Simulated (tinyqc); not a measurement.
Free and trapped electrons in a MOS channel with a dense trap tail: effect of the temperature.

p-type body, charge-sheet picture, full ionisation (an idealisation for deep acceptors), Boltzmann statistics for free electrons. e = Ec - EF at the surface. Acceptor-like traps of density D(E) = D0 + De exp(-E/Ew) at depth E below Ec, from 0 to Eu, hold n_t = integral of D(E)/(1 + exp((e - E)/Vt)). psi = Eg - Vt ln(Nv/Na) - e; N_dep = sqrt(2 eps0 eps_r Na (psi - Vt)/q); n_f = sqrt(N_dep^2 + 2 eps0 eps_r Vt Nc exp(-e/Vt)/q) - N_dep; Vg = Vfb + psi + q (N_dep + n_t + n_f)/Cox, Cox = eps0 eox/tox.

Nc and Nv are given at 300 K and scale as (T/300 K)^1.5; Eg, Vfb and mf are held fixed. VT is the Vg for n_f = 1e11 cm^-2; swing ln 10 n_f/(dn_f/dVg) at n_f = 1e8 cm^-2; the last three columns are for Vg = VT + 2.8 V, with free share n_f/(n_f + n_t) and field-effect mobility mf q (dn_f/dVg)/Cox; there EF is near the band edge, where Boltzmann statistics are rough.

Values chosen for this exercise; band and dielectric values close to those of gallium nitride:
```
symbol    value         unit                                                         meaning
Eg         3.41           eV                                                        band gap
eps_r      9.35                                                        relative permittivity
Nc      2.32e18        cm^-3  conduction-band density of states at the reference temperature
Nv      4.62e19        cm^-3     valence-band density of states at the reference temperature
eox         3.9                                       relative permittivity of the insulator
tox          35           nm                                             insulator thickness
Na       8.5e16        cm^-3                                                acceptor density
Vfb       -2.66            V                        flat-band voltage without trapped charge
D0       1.6e11  cm^-2 eV^-1              constant background density of acceptor-like traps
De       3.9e13  cm^-2 eV^-1                      density of the tail at the conduction edge
Ew         0.07           eV                                        decay energy of the tail
Eu         0.56           eV                    depth below Ec down to which the traps reach
mf          160   cm^2/(V s)                                      mobility of free electrons
```

Constants: q = 1.602176634e-19 C, kB = 1.380649e-23 J/K, Vt = kB T/q, eps0 = 8.8541878128e-14 F/cm where lengths are in cm. Results are converted to the units shown.

Effect of the temperature:
```
T (K)	e at VT (eV)	VT (V)	q n_t/Cox at VT (V)	swing (mV/decade)	n_f (cm^-2)	free share (%)	field-effect mobility (cm^2/(V s))
200	-0.007652	7.741	4.153	624.1	1.533e12	35.35	155.9
250	0.002601	7.353	3.827	499.7	1.345e12	32.61	151.9
300	0.01510	6.905	3.446	393.4	1.148e12	29.56	144.2
350	0.02948	6.434	3.045	316.0	9.729e11	26.78	132.0
400	0.04550	5.966	2.652	265.9	8.394e11	24.79	116.9
450	0.06295	5.519	2.284	237.8	7.507e11	23.79	102.8
500	0.08171	5.105	1.951	225.3	6.980e11	23.70	91.87
550	0.1017	4.726	1.656	222.8	6.709e11	24.34	84.46
```

Read the table: what changes, and by how much?

As T goes from 200 to 550, VT falls from 7.74 to 4.73 V, its part due to traps falls from 4.15 to 1.66 V, the swing falls from 624 to 223 mV/decade and the field-effect mobility falls from 156 to 84.5 cm^2/(V s). On heating the same n_f is reached with EF deeper in the gap, where fewer tail states are filled. For T = 200, 250, 300, 350, 400, 450, 500 e is under 2 Vt already at VT, so VT too is rough.

Program tinyqc, `OMP_NUM_THREADS=1 python tinyqc.py 2222240 2222241 out.jsonl`; Intel Xeon 2.30GHz, shared host, one thread, about 0.02 s.
